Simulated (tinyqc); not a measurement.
Worked calculation: hydrogenic impurity: series, fields, screening, photoionisation and donor-acceptor pairs. Computed by tinyqc, a small Python program that keeps every step. Command: `OMP_NUM_THREADS=1 python tinyqc.py 3012711 3012712 out.jsonl hydrogenic walk`. One thread of a shared host (Intel(R) Xeon(R) Processor @ 2.30GHz), about 0.01 s of CPU time with the checks. Intermediate numbers are printed to about 5 digits and carried at full precision; extremes and crossings named in words are read from the listed rows.

One isotropic, parabolic band. Effective units: Ry* and a*, in which H = -nabla^2 - 2/r.

Inputs (values chosen for the exercise, modelled on germanium): electron mass m = 0.218 m_0; dielectric constant eps = 16.5; donor density N = 2.4e+16 cm^-3; gap E_g = 0.745 eV; acceptor depth E_A = 21.8 meV; pair distance r = 144 angstrom; rate prefactor W_0 = 8.1e+07 1/s.

Parts treated: screening and pairs.

Constants: Ry = 13.605693123 eV; a_0 = 0.529177210903 angstrom; h x 1 THz = 4.135667696 meV; e^2/(4 pi eps_0) = 14.39964548 eV angstrom.

## Effective units and the series

Ry* = Ry m/eps^2, a* = a_0 eps/m; level n is bound by Ry*/n^2; <r> = (3/2) a* in 1s; lines 1s -> np at Ry* (1 - 1/n^2); 1 THz = 4.135667696 meV.

Ry* = 10.895 meV

a* = 40.052 angstrom

<r> of 1s = 60.079 angstrom

Series:
```
n  binding (meV)  line from 1s (meV)  line (THz)
2         2.7236               8.171      1.9757
3         1.2105               9.684      2.3416
4         0.6809              10.214      2.4696
5         0.4358              10.459      2.5289
```

## Overlap of donors

Wigner-Seitz radius r_s = (3/(4 pi N))^(1/3); Mott criterion N_c^(1/3) a* = 0.26; overlap of two 1s orbitals at distance d: S = exp(-x)(1 + x + x^2/3), x = d/a*, with d = N^(-1/3).

r_s = 215.06 angstrom

Mott density = 2.7355e+17 cm^-3

N over the Mott density = 0.087736

overlap S = 0.0060302

The sample is on the insulating side, with isolated donors.

## Binding under screening

Thomas-Fermi screening by N free electrons of one valley, taken as a degenerate gas (the hypothesis that all donors are ionised): q a* = sqrt(4 k_F a*/pi), k_F = (3 pi^2 N)^(1/3). Screened potential -(2/r) exp(-q r). Basis exp(-zeta r), zeta_k = 0.02 x 1.6^k, k = 0..23: S = 2/s^3, T = zeta_i zeta_j S, V = -2/(s + q)^2 with s = zeta_i + zeta_j; overlap eigenvalues below 1e-11 are dropped.

q a* = 0.67459

screened binding energy = 1.7399 meV

Screening leaves 16.0 % of the binding. Caution: well below the Mott density the electrons are bound or non-degenerate, so this screening is formal: it serves to locate the transition, not to give the level.

## From screening to the Mott criterion

First order: 1 - 2 q a*. One exponent: the maximum over zeta of 8 zeta^3/(2 zeta + q)^2 - zeta^2 (golden section on 0.01 to 1.2).

Binding (Ry*):
```
N^(1/3) a*   N (cm^-3)     q a*  first order  one exponent    basis
0.0023      1.8936e+11  0.09518      0.80964       0.82245  0.82246
0.0069      5.1128e+12  0.16486      0.67028       0.70727  0.70735
0.0170      7.6465e+13  0.25877      0.48246       0.56941  0.56979
0.0350      6.6730e+14  0.37130      0.25740       0.42759  0.42885
0.0580      3.0367e+15  0.47798      0.04405       0.31411  0.31690
0.0870      1.0249e+16  0.58540     -0.17080       0.21838  0.22355
0.1200      2.6894e+16  0.68752     -0.37503       0.14319  0.15143
```

The binding falls from 0.822 to 0.151 Ry*. First order, a constant shift of the potential, overshoots and turns negative from q a* = 0.5. One exponent loses the state at q a* = 1 (N^(1/3) a* = 0.254, the classic form of the Mott criterion); the full basis keeps it to 1.19. The dilute rows are formal, since there the electrons are bound or non-degenerate.

## A donor-acceptor pair

No-phonon line h nu(r) = E_g - Ry* - E_A + e^2/(4 pi eps_0 eps r); rate W(r) = W_0 exp(-2 r/a*), the donor being the shallower centre; lifetime 1/W; zero field.

Coulomb term = 6.0605 meV

photon energy = 0.71837 eV

rate W = 61046 1/s

lifetime = 1.6381e-05 s

## The pair band in time

At delay t after a pulse the emission comes mostly from pairs with W(r) t = 1, so r = (a*/2) ln(W_0 t).

Dominant pairs:
```
delay (s)  r (angstrom)  Coulomb term (meV)  photon energy (eV)
1.00e-05         134.12              6.5071             0.71881
1.00e-04         180.23              4.8422             0.71715
1.00e-03         226.34              3.8557             0.71616
1.00e-02         272.45              3.2032             0.71551
1.00e-01         318.56              2.7395             0.71504
1.00e+00         364.68              2.3931             0.71470
1.00e+01         410.79              2.1245             0.71443
```

Over six decades of delay the band moves down by 4.38 meV, since close pairs, which emit at higher energy, decay first; the shift per decade shrinks from 1.66 to 0.27 meV. At the donor density N = 2.4e+16 cm^-3 pairs as wide as in the last rows are rare, so those rows are formal.

Checks made by the program: the bound state at q = 0 (relative difference 8e-07).
